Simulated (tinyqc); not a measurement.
## Capacitances against the relative permittivity between the lines

Endless row of lines of width wl, height tl and space sl between grounded planes at distance hd; e2 fills the gaps beside the lines, e1 the rest. Laplace's equation is solved on meshes of 3, 6 and 12 steps per unit u and extrapolated (Aitken), which is good to about 0.2 %. C_even (all lines at 1 V) is the capacitance Cg to the planes; C_odd (neighbours in antiphase) = Cg + 4 Cc if only nearest neighbours couple, which defines Cc; total with quiet neighbours Cg + 2 Cc. Plate values 2 eps0 e1 wl/hd and eps0 e2 tl/sl.

Values chosen for this exercise:
- e1 = 3.9 (relative permittivity above and below the lines)
- wl = 6 u (line width, in units u)
- tl = 8 u (line height)
- sl = 8 u (space between lines)
- hd = 6 u (distance to each plane)

Constants: eps0 = 8.8541878128e-12 F/m. Results are converted to the units shown.

The same in every row: plate Cg (aF/um) = 69.1.

Result of one run:

| e2 | Cg (aF/um) | Cc (aF/um) | Cg + 2 Cc (aF/um) | C_odd (aF/um) | plate Cc (aF/um) | share of coupling, 2 Cc/(Cg + 2 Cc) (%) |
|---|---|---|---|---|---|---|
| 7 | 148 | 63.0 | 274 | 400 | 62.0 | 46.0 |

What becomes of these results when the relative permittivity between the lines e2 is changed from 7 to 3.9, all else the same?

Result of the changed run:

| e2 | Cg (aF/um) | Cc (aF/um) | Cg + 2 Cc (aF/um) | C_odd (aF/um) | plate Cc (aF/um) | share of coupling, 2 Cc/(Cg + 2 Cc) (%) |
|---|---|---|---|---|---|---|
| 3.9 | 142 | 36.5 | 215 | 288 | 34.5 | 33.9 |

The whole series:

| e2 | Cg (aF/um) | Cc (aF/um) | Cg + 2 Cc (aF/um) | C_odd (aF/um) | plate Cc (aF/um) | share of coupling, 2 Cc/(Cg + 2 Cc) (%) |
|---|---|---|---|---|---|---|
| 1 | 129 | 12.8 | 155 | 180 | 8.85 | 16.5 |
| 1.5 | 133 | 16.7 | 166 | 199 | 13.3 | 20.1 |
| 2 | 135 | 20.7 | 177 | 218 | 17.7 | 23.4 |
| 2.5 | 137 | 24.8 | 187 | 237 | 22.1 | 26.5 |
| 3 | 139 | 28.9 | 197 | 255 | 26.6 | 29.3 |
| 3.9 | 142 | 36.5 | 215 | 288 | 34.5 | 33.9 |
| 5 | 144 | 45.8 | 236 | 328 | 44.3 | 38.8 |
| 7 | 148 | 63.0 | 274 | 400 | 62.0 | 46.0 |

As e2 goes from 1 to 7, Cg rises from 129 to 148 aF/um, Cc rises from 12.8 to 63.0 aF/um and the share of coupling rises from 16.5 to 46.0 %. Cg is 1.87 times its plate value in the first row and 2.14 times in the last; for Cc the ratios are 1.44 and 1.02. Neighbours in antiphase raise the load by a factor of 1.16 and 1.46 over quiet ones.

Numbers from tinyqc (`OMP_NUM_THREADS=1 python tinyqc.py 2790112 2790113 out.jsonl`; about 1 s on one thread of a shared Intel Xeon 2.30GHz).
